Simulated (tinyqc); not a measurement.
Ways to converge the cycle: SCF convergence aids in the 6-31g basis, for H2, spin multiplicity 1. Computed by the program tinyqc with PySCF. RHF with one setting changed at a time; a run stops when the energy changes by less than 1e-09 hartree and the error matrix is below 1e-5. The start is the Wolfsberg-Helmholz matrix. Damping d keeps d of the old density; a shift (hartree) raises the virtual levels; DIIS n extrapolates F over n matrices.

Geometry (angstrom):
```
atom       x       y       z
H     0.0000  0.0000  0.0000
H     0.0000  0.0000  0.8420
```

lowest restricted solution found by these runs and by PySCF = -1.119493 hartree

Largest element of the error matrix X^T (FDS - SDF) X:
```
iteration    plain  damping 0.3  damping 0.6  shift 0.4   DIIS 3   DIIS 8
1          7.4e-02      7.4e-02      7.4e-02    7.4e-02  7.4e-02  7.4e-02
2          1.1e-02      3.0e-02      4.9e-02    2.5e-02  1.1e-02  1.1e-02
3          1.6e-03      1.2e-02      3.2e-02    8.5e-03  2.3e-05  2.3e-05
4          2.5e-04      4.9e-03      2.1e-02    2.9e-03  9.7e-06  9.7e-06
5          3.7e-05      2.0e-03      1.4e-02    9.8e-04  5.7e-09  6.2e-06
6          5.6e-06      8.0e-04      9.2e-03    3.3e-04        -        -
8                -      1.3e-04      4.0e-03    3.9e-05        -        -
10               -      2.2e-05      1.7e-03    4.5e-06        -        -
14               -      5.8e-07      3.3e-04          -        -        -
20               -            -      2.7e-05          -        -        -
30               -            -      4.3e-07          -        -        -
```

How each run ends:
```
run          iterations  E (hartree)         state
plain                 7    -1.119493  lowest found
damping 0.3          16    -1.119493  lowest found
damping 0.6          33    -1.119493  lowest found
shift 0.4            10    -1.119493  lowest found
DIIS 3                5    -1.119493  lowest found
DIIS 8                5    -1.119493  lowest found
```

What does the comparison show, and why?

6 of 6 runs reach the lowest restricted solution found, in 5 to 33 iterations (fastest: DIIS 3, DIIS 8). Plain steps already contract here, so damping only slows them. DIIS 3 and DIIS 8 gain by cancelling the error over several earlier matrices, much as a quasi-Newton step does.
